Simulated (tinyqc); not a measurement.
# Polarisation and half-bias from two TMR values

Question. A tunnel junction has TMR = TMR0/(1 + (V/Vh)^2), TMR0 = 2 P1 P2/(1 - P1 P2). Find TMR0, Vh and P2.

Parameters, values chosen for the exercise: spin polarisation of the reference layer P1 = 0.63.

TMR at 0.1 and 0.4 V (%): [120.38154, 78.427009]

Solution. 1/TMR is linear in V^2, and P1 P2 = TMR0/(2 + TMR0).

TMR0 = 124.8 %
Vh = 0.5200 V
P2 = 0.6100

Computed by the program tinyqc: `OMP_NUM_THREADS=1 python tinyqc.py 2450049 2450050 out.jsonl`, one thread of a shared Intel Xeon 2.30GHz, about 0.01 s for the whole run.
